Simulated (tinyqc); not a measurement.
Slater-Koster d bands of an fcc metal: one step. Second moment and the rectangular band. Four cases, with inputs chosen for the exercise.

Problem. mu2 = z (dds^2 + 2 ddp^2 + 2 ddd^2)/5 per orbital, with z = 12. A rectangular band with the same mu2 has width W = sqrt(12 mu2), Fermi level W (Nd/10 - 1/2) and bond energy -W Nd (10 - Nd)/20 (Friedel).

Give: mu2; W; Fermi level; bond energy per atom.

Case 1.

Values chosen (of the size met in Ir; not measured data):
- dds = -1.12 eV (dd sigma)
- ddp = 0.605 eV (dd pi)
- ddd = -0.134 eV (dd delta)
- Nd = 8 (d electrons per atom)

Solution.

mu2 = 4.8537 eV^2
W = 7.6318 eV
Fermi level = 2.2895 eV
bond energy per atom = -6.1054 eV

Case 2.

Values chosen (of the size met in Co; not measured data):
- dds = -0.482 eV (dd sigma)
- ddp = 0.236 eV (dd pi)
- ddd = -0.077 eV (dd delta)
- Nd = 7 (d electrons per atom)

Solution.

mu2 = 0.8534 eV^2
W = 3.2001 eV
Fermi level = 0.6400 eV
bond energy per atom = -3.3601 eV

Case 3.

Values chosen (of the size met in Cu; not measured data):
- dds = -0.339 eV (dd sigma)
- ddp = 0.2 eV (dd pi)
- ddd = -0.02 eV (dd delta)
- Nd = 9 (d electrons per atom)

Solution.

mu2 = 0.4697 eV^2
W = 2.3742 eV
Fermi level = 0.9497 eV
bond energy per atom = -1.0684 eV

Case 4.

Values chosen (of the size met in Co; not measured data):
- dds = -0.523 eV (dd sigma)
- ddp = 0.288 eV (dd pi)
- ddd = -0.058 eV (dd delta)
- Nd = 7 (d electrons per atom)

Solution.

mu2 = 1.0707 eV^2
W = 3.5845 eV
Fermi level = 0.7169 eV
bond energy per atom = -3.7638 eV

The bond energy is the attractive part alone; the repulsion between atoms, left out, cancels a large share of it in the cohesive energy.

Computed by tinyqc, one run a case: `OMP_NUM_THREADS=1 python tinyqc.py N N+1 out.jsonl` with N = 1452108, 1452184, 1452730, 1452791; one thread of a shared Intel(R) Xeon(R) Processor @ 2.30GHz, about 0.06 s a run at most.
